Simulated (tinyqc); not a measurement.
MOS inversion layer, Poisson-Schroedinger loop: course of the self-consistent loop.

Electrons confined at an insulator interface at z = 0, treated as a hard wall; parabolic valleys, Hartree approximation, no image or exchange terms. The depletion charge lies far deeper than the electrons and gives a uniform field q Nd/(eps0 eps_r); the gate balances all charge. Energies are counted from the band edge at the interface.

V0 = q Nd z/(eps0 eps_r) in eV.

Tridiagonal Hamiltonian with psi = 0 one step beyond both ends: H_ii = C (1/m_(i-1/2) + 1/m_(i+1/2))/hz^2 + V0_i + U_i, H_(i,i+1) = -C/(m_(i+1/2) hz^2), C = hbar^2/(2 m0). The lowest 2 level(s) are kept, normalised to hz sum |psi|^2 = 1. The mass is the same on all intervals.

Level k holds N_k = D_k Vt ln(1 + exp((EF - E_k)/Vt)) with D = md1 m0 q/(pi hbar^2) per eV (spin included); EF is fixed by sum N_k = Ns.

n_i = sum_k N_k |psi_k|^2 (converted to cm^-3). Hartree part by Gauss: on the interval before node i the electrons still beyond are S_i = Ns - hz sum_(j<i) n_j, and U_i = U_(i-1) + q S_i hz/(eps0 eps_r) in eV, U_0 = 0 at the interface. Mixing: U(new) = U + a (U(out) - U).

Start from U = 0. Stop when the largest |U(out) - U| is below 1e-7 eV, or after 120 rounds.

Values chosen for this exercise; masses and permittivity close to those of In0.53Ga0.47As:
```
symbol   value   unit                                     meaning
T          400      K                                 temperature
eps_r       14                              relative permittivity
mz1     0.0415     m0  mass along z of valley set A (1 valley(s))
md1     0.0414     m0    in-plane density-of-states mass of set A
Ns      9.9e11  cm^-2                  sheet density of electrons
Nd      2.6e11  cm^-2           sheet density of depletion charge
hz         2.7     nm                                   mesh step
a          0.5                                      mixing factor
```

Constants: q = 1.602176634e-19 C, kB = 1.380649e-23 J/K, hbar = 1.054571817e-34 J s, m0 = 9.1093837015e-31 kg, Vt = kB T/q, eps0 = 8.8541878128e-14 F/cm where lengths are in cm, hbar^2/(2 m0) = 0.0380998212 eV nm^2. Results are converted to the units shown.

| node | z (nm) |
|---|---|
| 1 | 2.7 |
| 2 | 5.4 |
| 3 | 8.1 |
| 4 | 10.8 |
| 5 | 13.5 |
| 6 | 16.2 |
| 7 | 18.9 |
| 8 | 21.6 |
| 9 | 24.3 |
| 10 | 27 |
| 11 | 29.7 |
| 12 | 32.4 |
| 13 | 35.1 |
| 14 | 37.8 |
| 15 | 40.5 |

Course of the iteration:

| round | level A1 (eV) | EF (eV) | largest \|U(out) - U\| (eV) |
|---|---|---|---|
| 1 | 0.0506385 | 0.0760097 | 0.157 |
| 2 | 0.0966154 | 0.127955 | 0.0447 |
| 3 | 0.113615 | 0.145919 | 0.0181 |
| 4 | 0.121148 | 0.153613 | 8.05e-3 |
| 5 | 0.124648 | 0.157115 | 3.76e-3 |
| 6 | 0.126312 | 0.158762 | 1.79e-3 |
| 7 | 0.127113 | 0.159551 | 8.62e-4 |
| 8 | 0.127502 | 0.159933 | 4.16e-4 |
| 9 | 0.127692 | 0.160119 | 2.02e-4 |
| ... | ... | ... | ... |
| 12 | 0.127852 | 0.160277 | 2.38e-5 |
| 13 | 0.127863 | 0.160287 | 1.18e-5 |
| 14 | 0.127869 | 0.160293 | 5.82e-6 |
| 15 | 0.127871 | 0.160295 | 2.88e-6 |
| 16 | 0.127873 | 0.160297 | 1.42e-6 |
| 17 | 0.127873 | 0.160297 | 7.05e-7 |
| 18 | 0.127874 | 0.160298 | 3.49e-7 |
| 19 | 0.127874 | 0.160298 | 1.73e-7 |
| 20 | 0.127874 | 0.160298 | 8.59e-8 |

Did this iteration meet its convergence test, and what does its course show?

Yes. Converged in 20 rounds. Towards the end the residual shrinks by a factor of about 0.50 a round.

Program tinyqc, `OMP_NUM_THREADS=1 python tinyqc.py 2160030 2160031 out.jsonl`; Intel Xeon 2.30GHz, shared host, one thread, about 0.6 s.
